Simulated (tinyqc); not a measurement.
Worked calculation: minority-electron transport through the base of a bipolar transistor (Moll-Ross and Kroemer integrals). Computed by tinyqc, a small Python program that keeps every step. Command: `OMP_NUM_THREADS=1 python tinyqc.py 3017369 3017370 out.jsonl base walk`. One thread of a shared host (Intel(R) Xeon(R) Processor @ 2.30GHz), about 0.01 s of CPU time with the checks. Intermediate numbers are printed to about 7 digits and carried at full precision; extremes and crossings named in words are read from the listed rows.

Low injection, one dimension, x from the emitter edge (0) to the collector edge (W), s = x/W. Recombination is treated as a small correction (valid for tau_B well below tau_n), computed from the stored charge.

Inputs (values chosen for the exercise, modelled on SiGe):
```
quantity                                     value        unit
intrinsic density n_i at the emitter edge  7.9e+10      1/cm^3
base doping at the emitter edge N_0        1.2e+18      1/cm^3
base width W                                   290          nm
mu_min                                         210  cm^2/(V s)
mu_max                                        1140  cm^2/(V s)
N_ref                                      2.6e+17      1/cm^3
saturation velocity v_s                        0.7    1e7 cm/s
electron lifetime tau_n                        240          ns
emitter Gummel number G_E                    2e+14      s/cm^4
base-emitter voltage V_BE                      0.6           V
temperature T                                  300           K
```

Base doping profile: uniform. Gap grading: none. Exit of the base: infinite sink.

Constants: k_B = 8.617333262e-05 eV/K; e = 1.602176634e-19 C.

## Profile and built-in field

N(x) = N_0; n_i(x) = n_i; D(x) = (k_B T/e) mu, mu = mu_min + (mu_max - mu_min)/(1 + (N/N_ref)^0.7). Field that drives electrons towards the collector, averaged over the base: (k_B T/e) ln[N_0 n_i(W)^2/(N(W) n_i^2)]/W.

Across the base:
```
s    N (1/cm^3)  n_i(x)^2/n_i^2  D (cm^2/s)    y (s/cm^5)
0.0    1.20e+18               1    11.56678  1.037454e+17
0.2    1.20e+18               1    11.56678  1.037454e+17
0.4    1.20e+18               1    11.56678  1.037454e+17
0.6    1.20e+18               1    11.56678  1.037454e+17
0.8    1.20e+18               1    11.56678  1.037454e+17
1.0    1.20e+18               1    11.56678  1.037454e+17
```

drift factor eta (potential drop in k_B T/e) = 0

mean built-in field = 0 kV/cm

## Collector current and transit time

With y(x) = N n_i^2/(D n_i(x)^2): base Gummel number G_B = int_0^W y dx; J_C = e n_i^2 exp(e V_BE/k_B T)/G_B; n(x) = (J_C/e)(n_i(x)^2/(N n_i^2)) [int_x^W y dx]; transit time tau_B = (e/J_C) int n dx; trapezoid rule on 401 even points.

base Gummel number G_B = 3.008617e+12 s/cm^4

collector current density J_C = 3.991665 A/cm^2

base transit time tau_B = 36.35412 ps

share of the exit term in G_B = 0 %

mean velocity W/tau_B = 0.07977087 1e7 cm/s

Plain diffusion with the D of the emitter edge would take W^2/(2D) = 36.4 ps, 1.000 times the result.

## Gain and speed

Emitter-limited gain beta_E = G_E/G_B; recombination-limited gain beta_R = tau_n/tau_B; 1/beta = 1/beta_E + 1/beta_R; f_T from the base alone = 1/(2 pi tau_B).

beta_E = 66.47573

beta_R = 6601.727

current gain beta = 65.81303

f_T from the base alone = 4.377906 GHz

The gain is limited mainly by hole injection into the emitter (99 % of the base current).

## What grading buys

N(x) = N_0; n_i(x)^2 = n_i^2 exp(s dE_g/k_B T); D(x) = (k_B T/e) mu, mu = mu_min + (mu_max - mu_min)/(1 + (N/N_ref)^0.7).

The same base with other gradings:
```
dE_g (meV)  dE_g/k_B T  G_B (s/cm^4)  J_C gain  tau_B (ps)  speed gain
0              0.00000  3.008617e+12   1.00000    36.35412    1.000000
25             0.96704  1.928275e+12   1.56026    26.99805    1.346546
50             1.93409  1.330710e+12   2.26091    20.96572    1.733980
75             2.90113  9.800571e+11   3.06984    16.89816    2.151366
100            3.86817  7.615405e+11   3.95070    14.03887    2.589533
150            5.80226  5.169678e+11   5.81974    10.37801    3.502995
200            7.73635  3.887361e+11   7.73948     8.18420    4.441991
300           11.60452  2.592784e+11  11.60381     5.72596    6.349000
```

At 100 meV J_C rises by a factor 3.95 and the transit is 2.59 times faster; at 300 meV the factors are 11.60 and 6.35. For a uniform base without exit term both tend to be linear in dE_g/k_B T, J_C as x/(1 - exp(-x)) and the speed as x/2.

Checks made by the program: transit time against W^2/(D eta) [1 - (1 - exp(-eta))/eta] plus the exit term (relative difference below 1e-10).
